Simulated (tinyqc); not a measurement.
# From one set of inputs to another, one input at a time

Model: global model of a low-pressure process discharge: electron temperature, density, ion flux and ion energy. Computed by tinyqc, a small Python program. Command: `OMP_NUM_THREADS=1 python tinyqc.py 3111824 3111825 out.jsonl plasma ladder`. One thread of a shared host (Intel(R) Xeon(R) Processor @ 2.30GHz), about 0.01 s of CPU time with the checks.

Maxwellian electrons with temperature T_e in eV, one positive ion, no negative ions, uniform bulk density n; rate constants have the Arrhenius form.

The inputs printed are set A. Inputs not listed in the table keep their values of set A, so the rows need not describe a real material.

Inputs (values chosen for the exercise, of the order of those of an inductive discharge in a simple atomic gas):
```
quantity                          value   unit
ion mass M                         35.5      u
ionisation prefactor K0         6.5e-14  m^3/s
ionisation energy E_iz             17.1     eV
excitation prefactor X0           6e-15  m^3/s
excitation energy E_ex             8.57     eV
elastic rate constant K_el      1.9e-13  m^3/s
ion-neutral cross section       9.7e-19    m^2
pressure p                          2.9     Pa
gas temperature T_g                 400      K
radius R                             24     cm
height L                             12     cm
absorbed power P                    440      W
bias power P_b                       36      W
radius of the biased electrode       10     cm
bias frequency                        2    MHz
```

Constants: k_B = 1.380649e-23 J/K; e = 1.602176634e-19 C; u = 1.6605390666e-27 kg; m_0 = 9.1093837015e-31 kg; eps_0 = 8.8541878128e-12 F/m.

Method:
- n_g = p/(k_B T_g); lambda_i = 1/(n_g sigma); h_L = 0.86/sqrt(3 + L/(2 lambda_i)), h_R = 0.8/sqrt(4 + R/lambda_i); A_eff = 2 pi R^2 h_L + 2 pi R L h_R; d_eff = pi R^2 L/A_eff.
- Particle balance: K0 exp(-E_iz/T_e) n_g d_eff = u_B, u_B = sqrt(e T_e/M).
- Root found by bracketing.
- E_c = E_iz + (X0 exp(-E_ex/T_e) E_ex + K_el (3 m_0/M) T_e)/K_iz; wall potential V_s = (T_e/2) ln(M/(2 pi m_0)); E_T = E_c + 2 T_e + T_e/2 + V_s; n = P/(e u_B A_eff E_T); ion current density J = e h_L n u_B; ionised share n/n_g.
- All bias power goes to ions: V_b = P_b/(J pi r^2). Debye length at the sheath edge lambda_D = sqrt(eps_0 T_e/(e h_L n)); Child-law sheath s = (sqrt2/3) lambda_D (2 V/T_e)^(3/4), V = V_b + V_s; ion transit time tau_i = 3 s sqrt(M/(2 e V)); collisions in the sheath s/lambda_i.

Each row keeps all changes above it:
```
input moved                         from       to  T_e (eV)  ion current density J (mA/cm^2)  bias voltage V_b (V)
set A                                  -        -    2.0199                           1.1303                101.39
pressure p (Pa)                      2.9      3.6    1.9428                           1.0171                112.66
gas temperature T_g (K)              400      500    2.0225                           1.1339                101.06
radius R (cm)                         24       11    2.1156                           4.2357                 27.05
ionisation prefactor K0 (m^3/s)  6.5e-14    3e-14    2.3568                           3.3300                 34.41
absorbed power P (W)                 440      460    2.3568                           3.4814                 32.92
excitation prefactor X0 (m^3/s)    6e-15  6.6e-15    2.3568                           3.2697                 35.05
height L (cm)                         12      8.2    2.4854                           4.4856                 25.55
```

Where does the difference come from?

T_e goes from 2.02 to 2.49, a factor 1.23 in all. The largest single move comes from ionisation prefactor K0 (a factor 1.11), and pressure p works against it (a factor 0.962). ion current density J goes from 1.13 to 4.49, a factor 3.97 in all. The largest single move comes from radius R (a factor 3.74), and ionisation prefactor K0 works against it (a factor 0.786). Bias voltage V_b goes from 101 to 25.5, a factor 0.252 in all. The largest single move comes from radius R (a factor 0.268), and ionisation prefactor K0 works against it (a factor 1.27). The single moves hold for this order of the switches; the total does not depend on the order.

Caution (rows set A, pressure p, gas temperature T_g, radius R, ionisation prefactor K0, absorbed power P, excitation prefactor X0): at so short an ion path the formulas for h_L and h_R give way to the ambipolar-diffusion limit.

Extremes, crossings and ranges named in words are read from the listed rows.
